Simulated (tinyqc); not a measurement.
Inside a calculation. Method: sp3 tight binding, zinc-blende lattice. Computed by tinyqc, a small Python program that keeps every step. Command: `OMP_NUM_THREADS=1 python tinyqc.py 25194 25195 out.jsonl` (the two numbers bound the seeds that draw the settings). One thread of a shared host (Intel(R) Xeon(R) Processor @ 2.60GHz), about 0.01 s of CPU time with the checks.

## Bloch Hamiltonian at k

Parameters chosen for this model: zinc-blende lattice, anion at 0, cation at a/4 (1,1,1); V = eta hbar^2 / (m d^2), hbar^2/m = 7.619964 eV angstrom^2:

| parameter | value | unit |
|---|---|---|
| a | 4.550000 | angstrom |
| d | 1.970208 | angstrom |
| Es anion | -15.350000 | eV |
| Ep anion | -9.070000 | eV |
| Es cation | -10.270000 | eV |
| Ep cation | -6.410000 | eV |
| eta ss | -1.510000 |  |
| eta sp | 1.680000 |  |
| eta pp sigma | 2.880000 |  |
| eta pp pi | -0.780000 |  |
| V ss | -2.964188 | eV |
| V sp | 3.297905 | eV |
| V pp sigma | 5.653551 | eV |
| V pp pi | -1.531170 | eV |

k point k (2 pi / a): 0.290000  0.020000  -0.430000

Slater-Koster rules over the four bonds with direction cosines (l, m, n): ss V_ss; s-px l V_sp; px-s -l V_sp; px-px l^2 V_pps + (1 - l^2) V_ppp; px-py l m (V_pps - V_ppp); each times exp(i k.d).

H(k) at k (eV), lower triangle (Hermitian):
```
                      a s                 a px                 a py                a pz
a s            -15.350000
a px             0.000000            -9.070000
a py             0.000000             0.000000            -9.070000
a pz             0.000000             0.000000             0.000000           -9.070000
c s   -8.305682+0.102444i  -0.134324+2.613665i  -2.093941+0.167664i  0.082138-4.274265i
c px   0.134324-2.613665i   2.420199-0.029851i  -0.103313+5.376165i  2.633756-0.210888i
c py   2.093941-0.167664i  -0.103313+5.376165i   2.420199-0.029851i  0.168953-3.287465i
c pz  -0.082138+4.274265i   2.633756-0.210888i   0.168953-3.287465i  2.420199-0.029851i

             c s       c px       c py       c pz
c s   -10.270000
c px    0.000000  -6.410000
c py    0.000000   0.000000  -6.410000
c pz    0.000000   0.000000   0.000000  -6.410000
```

## Levels at k

Diagonalise the Hermitian matrix.

eigenvalues (eV): -23.116236  -15.445757  -15.092290  -13.250902  -2.559924  -2.203268  -1.087443  0.695819

weights |c|^2 of the basis functions:
```
        band 1    band 2    band 3    band 4    band 5    band 6    band 7    band 8
a s   0.585697  0.061119  0.013934  0.012552  0.008304  0.229968  0.013357  0.075069
a px  0.011629  0.295773  0.056342  0.230943  0.053569  0.005236  0.232526  0.113982
a py  0.000073  0.090001  0.481851  0.000149  0.013654  0.138179  0.143949  0.132145
a pz  0.024883  0.156313  0.023516  0.377057  0.300860  0.006541  0.012166  0.098664
c s   0.323242  0.031936  0.079066  0.020335  0.026297  0.374234  0.028485  0.116404
c px  0.017053  0.026881  0.216254  0.135468  0.088063  0.009097  0.364047  0.143137
c py  0.000951  0.326229  0.047755  0.002226  0.014383  0.225262  0.186421  0.196773
c pz  0.036473  0.011748  0.081281  0.221270  0.494869  0.011483  0.019049  0.123827
```

## Bloch Hamiltonian at G

k point G (2 pi / a): 0  0  0

As before.

H(k) at G (eV), lower triangle:
```
             a s       a px       a py       a pz         c s       c px       c py       c pz
a s   -15.350000
a px    0.000000  -9.070000
a py    0.000000   0.000000  -9.070000
a pz    0.000000   0.000000   0.000000  -9.070000
c s   -11.856754   0.000000   0.000000   0.000000  -10.270000
c px    0.000000   3.454948   0.000000   0.000000    0.000000  -6.410000
c py    0.000000   0.000000   3.454948   0.000000    0.000000   0.000000  -6.410000
c pz    0.000000   0.000000   0.000000   3.454948    0.000000   0.000000   0.000000  -6.410000
```

## Levels at G

As before.

eigenvalues (eV): -24.935766  -11.442103  -11.442103  -11.442103  -4.037897  -4.037897  -4.037897  -0.684234

## Bands along a path

The same steps at evenly spaced points between the labelled ones.

Bands along the path (eV):

| k | band 1 | band 2 | band 3 | band 4 | band 5 | band 6 | band 7 | band 8 |
|---|---|---|---|---|---|---|---|---|
| L | -21.407282 | -18.956664 | -14.391612 | -14.391612 | -3.030119 | -1.088388 | -1.088388 | 2.294065 |
| L-G 0.33 | -22.795704 | -16.965993 | -13.790566 | -13.790566 | -2.674220 | -1.689434 | -1.689434 | 1.335917 |
| L-G 0.67 | -24.338324 | -13.617923 | -12.359541 | -12.359541 | -3.120459 | -3.120459 | -2.664940 | -0.478813 |
| G | -24.935766 | -11.442103 | -11.442103 | -11.442103 | -4.037897 | -4.037897 | -4.037897 | -0.684234 |
| G-X 0.33 | -24.128150 | -13.542045 | -13.542045 | -12.422509 | -3.757738 | -1.937955 | -1.937955 | -0.791603 |
| G-X 0.67 | -21.933019 | -16.317880 | -16.317880 | -14.938457 | -3.000788 | -1.227737 | 0.837880 | 0.837880 |
| X | -19.711035 | -17.411514 | -17.411514 | -17.309783 | -2.048965 | -2.030217 | 1.931514 | 1.931514 |
| X-W 0.33 | -19.711035 | -17.411514 | -17.411514 | -17.309783 | -2.048965 | -2.030217 | 1.931514 | 1.931514 |
| X-W 0.67 | -19.711035 | -17.411514 | -17.411514 | -17.309783 | -2.048965 | -2.030217 | 1.931514 | 1.931514 |
| W | -19.711035 | -17.411514 | -17.411514 | -17.309783 | -2.048965 | -2.030217 | 1.931514 | 1.931514 |

With 4 band(s) filled, the highest filled level on these points lies at G and the lowest empty one at G: a gap of 7.4042 eV, direct.
